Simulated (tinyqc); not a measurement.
What each parameter does: Shockley state of an s-p chain by decimation.

Each site has s at -d/2 and p at +d/2: H0 = diag(-d/2, d/2). The block to the next site on the right is H1 = [[-ts, u], [-u, tp]] (rows s, p of site n; columns s, p of site n + 1). Bulk: H(k) = [[-d/2 - 2 ts cos k, 2i u sin k], [-2i u sin k, d/2 + 2 tp cos k]]. The bands are inverted at k = pi if d < 2 (ts + tp).

Decimation (Sancho-Rubio) at z = E + i eta: start with es = e = H0, A = H1, B = H1^T. Each round forms g = (z - e)^-1 and sets es += A g B, e += A g B + B g A, A = A g A, B = B g B, doubling the length covered. Stop when all |A| < 1e-10. Surface G = (z - es)^-1, bulk G = (z - e)^-1; densities -Im tr G/pi.

Values chosen for the exercise:
```
symbol  value  unit  meaning
d       2.09   eV    Ep - Es
ts      1.07   eV    s-s hopping
tp      1.03   eV    p-p hopping
u       0.75   eV    s-p hopping
E       0.3    eV    energy
eta     0.05   eV    broadening
```

Gap edges from 201 k points between 0 and pi, and the surface density at E by decimation. Each row changes one parameter from the base and keeps the others.

Results:
```
case           top of lower band (eV)  bottom of upper band (eV)  surface density (1/eV)
base                          -1.0150                     1.0950                  0.1508
d = 2.299 eV                  -0.9105                     0.9905                  0.1432
ts = 1.177 eV                 -1.0116                     1.2703                  0.2205
tp = 1.133 eV                 -1.1977                     1.0863                  0.1135
u = 0.825 eV                  -1.0150                     1.0950                  0.1522
eta = 0.1 eV                  -1.0150                     1.0950                  0.2772
```

The largest shifts from the base row, up to three for each result and ties (the steps differ in size, so this ranks the rows, not the parameters). top of lower band (eV): tp -0.1827, d +0.1045, ts +0.0034; unchanged at the printed digits by u and eta. bottom of upper band (eV): ts +0.1753, d -0.1045, tp -0.0087; unchanged at the printed digits by u and eta. surface density (1/eV): eta +0.1264, ts +0.0696, tp -0.0373. The base chain is inverted, so a surface state lies in the gap; E lies in the gap.

Computed by tinyqc, a small Python program: `OMP_NUM_THREADS=1 python tinyqc.py 1451779 1451780 out.jsonl` (the numbers bound the seed that draws the inputs); one thread of a shared host (Intel(R) Xeon(R) Processor @ 2.30GHz), about 0.2 s for the whole set of steps.
